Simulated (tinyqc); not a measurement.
From rigid to soft shells: rigid-ion and shell models of the dielectric response of an ionic crystal. Computed by tinyqc, a small Python program. Command: `OMP_NUM_THREADS=1 python tinyqc.py 3030882 3030883 out.jsonl shell walk`. One thread of a shared host (Intel(R) Xeon(R) Processor @ 2.30GHz), about 0.01 s of CPU time with the checks.

Charges +Z and -Z; 6 nearest neighbours, Madelung constant M = 1.747565, volume per ion pair Omega = 2.000000 d^3. Energy per pair U = -M Z^2 e2/d + 6 A exp(-d/rho), e2 = e^2/(4 pi eps_0). In the shell model the anion is a core of charge Y - Z and a massless shell of charge -Y, joined by the spring k; the repulsion acts on the shell. Each ion feels the Lorentz field E + (4 pi/3) P (Gaussian units).

Inputs (values chosen for the exercise, for a model crystal): nearest-neighbour distance d = 3.29 angstrom; ionic charge Z = 1 e; hardness d/rho = 11; cation mass = 58.8 u; anion mass = 35.45 u; shell charge size Y = 1.95 e; core-shell spring k = 10.4 eV/angstrom^2; cation polarisability alpha_+ = 1.8 angstrom^3.

Structure: rock salt.

Constants: e^2/(4 pi eps_0) = 14.39964548 eV angstrom; 1 eV/angstrom^3 = 160.2176634 GPa; nu for 1 eV/(angstrom^2 u) = 15.6333042 THz; 1 THz = 33.35640952 1/cm.

Method:
- Zero pressure fixes 6 A exp(-d/rho) = M Z^2 e2 rho/d^2. Then U = -(M Z^2 e2/d)(1 - rho/d), B = M Z^2 e2 (d/rho - 2)/(9 Omega d), and the spring of one sublattice against the other is R = (1/3) x (Laplacian of the repulsion summed over neighbours) = M Z^2 e2 (d/rho - 2)/(3 d^3), so R = 3 B Omega/d^2.
- With C = 4 pi Z^2 e2/(3 Omega): mu lambda_TO = R - C, mu lambda_LO = R + 2 C; eps_inf = 1 and eps_s = lambda_LO/lambda_TO.
- lambda in eV/(angstrom^2 u) gives the wavenumber 15.6333042 x 33.35640952 x sqrt(lambda); mu is the reduced mass.
- Eliminating the shell gives the anion polarisability alpha_- = Y^2 e2/(k + R), the Szigeti charge Z_S = Z - Y R/(k + R) and the softened spring R' = k R/(k + R). With b = 4 pi (alpha_+ + alpha_-)/(3 Omega): eps_inf = (1 + 2b)/(1 - b) (Clausius-Mossotti); Born charge Z* = Z_S (eps_inf + 2)/3.
- mu lambda_TO = R' - (4 pi e2/(3 Omega)) Z_S^2/(1 - b); mu lambda_LO = mu lambda_TO + 4 pi e2 Z*^2/(eps_inf Omega); eps_s = eps_inf lambda_LO/lambda_TO.

repulsive spring R = 2.11992 eV/angstrom^2

volume Omega = 71.2226 angstrom^3

omega_LO, rigid ions = 216.544 1/cm

Response against the core-shell spring:
```
k (eV/angstrom^2)  eps_inf      Z_S      Z*  omega_TO (1/cm)  omega_LO (1/cm)   eps_s
8.3                 3.1274  0.60328  1.0311           119.52           157.81  5.4522
10.0                2.7738  0.65892  1.0485           119.63           163.38  5.1733
14.0                2.3205  0.74356  1.0708           119.78           172.58  4.8173
19.0                2.0450  0.80427  1.0844           119.86           179.81  4.6018
27.0                1.8287  0.85804  1.0951           119.93           186.73  4.4331
42.0                1.6534  0.90630  1.1037           119.99           193.42  4.2966
83.0                1.5034  0.95144  1.1111           120.04           200.15  4.1800
310.0               1.3944  0.98676  1.1165           120.07           205.77  4.0953
```

What does the comparison show, and why?

From the stiffest to the softest shell eps_inf rises from 1.39 to 3.13 and Z_S falls from 0.99 to 0.60; omega_LO moves by -23 % and omega_TO by -0.5 %. Screening by eps_inf cuts the LO frequency, which rigid ions overstate (rigid ions: 217 per cm); eps_s goes from 4.10 to 5.45.
